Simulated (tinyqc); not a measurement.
Tight binding, honeycomb lattice, step by step. One step of it, computed by the program tinyqc.

Question. Levels at k. Diagonalise the Hermitian matrix.

H(k) at k (eV):
```
                     A                    B
A             0.706195  -4.024895+3.758192i
B  -4.024895-3.758192i             0.721999
```

Give: eigenvalues; weights |c|^2 of the basis functions.

Answer.

eigenvalues (eV): -4.793  6.221

weights |c|^2 of the basis functions:
```
   band 1  band 2
A   0.501   0.499
B   0.499   0.501
```
